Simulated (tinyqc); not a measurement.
Bottom-up copper filling of a trench by curvature-enhanced accelerator coverage: one step, computed by the program tinyqc. Command: `OMP_NUM_THREADS=1 python tinyqc.py 3020883 3020884 out.jsonl superfill walk`. One thread of a shared host (Intel(R) Xeon(R) Processor @ 2.30GHz), about 0.06 s of CPU time with the checks.

A rectangular trench keeps vertical walls and a flat floor. An accelerator floats on the surface; where area is lost in the corners it is passed on to the floor.

Task: Velocities. Kinetic current i_k = [i_0 (1 - theta) + i_1 theta] exp(alpha eta/(k_B T)), limit i_L = 2 F D C/delta, i = 1/(1/i_k + 1/i_L); velocity v = i Omega/(2F), Omega = 7.11 cm^3/mol, F = e N_A. Depletion inside the trench is ignored.

Inputs (values chosen for the exercise, close to those used for damascene copper plating):
```
quantity,value,unit
exchange current of the suppressed surface i_0,0.016,mA/cm^2
exchange current of the accelerated surface i_1,1.7,mA/cm^2
transfer coefficient alpha,0.4,-
overpotential eta,0.16,V
starting coverage theta_0,0.032,-
cupric ion concentration C,0.33,mol/l
diffusivity D,5.8e-06,cm^2/s
boundary layer delta,64,um
temperature T,298,K
```

Constants: e = 1.602176634e-19 C; N_A = 6.02214076e+23 1/mol; k_B = 8.617333262e-05 eV/K.

Give: limiting current i_L; velocity at theta = 0; velocity at theta_0; velocity at theta = 1; ratio v(1)/v(theta_0).

Result:

limiting current i_L = 57.710 mA/cm^2

velocity at theta = 0 = 0.071025 nm/s

velocity at theta_0 = 0.30679 nm/s

velocity at theta = 1 = 5.5835 nm/s

ratio v(1)/v(theta_0) = 18.200
